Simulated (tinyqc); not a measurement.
Schottky emission and Poole-Frenkel conduction in an insulator, and how to tell them apart: two steps of the calculation.

Schottky emission (electrode-limited): J = As T^2 exp[-(pb - b sqrt(F))/Vt], b = sqrt(q/(4 pi eps0 ei)). Poole-Frenkel emission (bulk-limited): J = s0 F exp[-(pt - 2 b sqrt(F))/Vt]. F in V/cm.

Inputs (values chosen for the exercise); dielectric values close to those of silicon nitride: temperature T = 325 K; high-frequency relative permittivity ei = 4.38; static relative permittivity es = 7.16; trap depth pt = 0.92 eV; Poole-Frenkel prefactor s0 = 0.85 S/cm; electrode barrier pb = 1.44 eV; Richardson constant As = 31 A/(cm^2 K^2); field F = 0.5 MV/cm.

Constants: q = 1.602176634e-19 C, kB = 1.380649e-23 J/K, Vt = kB T/q, eps0 = 8.8541878128e-14 F/cm where lengths are in cm. Results are converted to the units shown.

Task 1. Both currents at one field. Lowerings b sqrt(F) and 2 b sqrt(F); the image-force maximum lies at sqrt(q/(16 pi eps0 ei F)) from the electrode.

Find: Schottky lowering; position of the barrier top; Poole-Frenkel lowering; J, Schottky; J, Poole-Frenkel.

Result 1.

Schottky lowering = 128.21 meV
position of the barrier top = 1.2821 nm
Poole-Frenkel lowering = 256.42 meV
J, Schottky = 1.4900e-14 A/cm^2
J, Poole-Frenkel = 2.1790e-5 A/cm^2

Injection and bulk transport act in series, so the smaller capacity limits the current: here the electrode, by a factor of 1.46e9.

Task 2. Which mechanism made these data. The data come from another sample of the same dielectric, in which one mechanism alone limits the current. Fit straight lines by least squares: ln J on sqrt(F) (Schottky plot, slope b/Vt) and ln(J/F) on sqrt(F) (Poole-Frenkel plot, slope 2 b/Vt), F in V/cm, and read a permittivity from each slope. The right mechanism gives a value near ei, and in any case between ei and es.

| point | F (MV/cm) | J (A/cm^2) |
|---|---|---|
| 0 | 0.91 | 0.008528 |
| 1 | 1.58 | 0.7492 |
| 2 | 2.26 | 26.02 |
| 3 | 2.94 | 522.2 |
| 4 | 3.62 | 7334 |

Give: slope of the Schottky plot; permittivity read as Schottky; slope of the Poole-Frenkel plot; permittivity read as Poole-Frenkel.

Result 2.

slope of the Schottky plot = 0.01440 (cm/V)^0.5
permittivity read as Schottky = 0.8855
slope of the Poole-Frenkel plot = 0.01295 (cm/V)^0.5
permittivity read as Poole-Frenkel = 4.380

Both plots are nearly straight, so straightness decides nothing. Read as Poole-Frenkel the data give 4.38, which matches ei = 4.38; read as Schottky they give 0.886, below 1 and impossible. The data are Poole-Frenkel.

Computed by the program tinyqc: `OMP_NUM_THREADS=1 python tinyqc.py 2370059 2370060 out.jsonl`, one thread of a shared Intel Xeon 2.30GHz, about 0.01 s for the whole run.
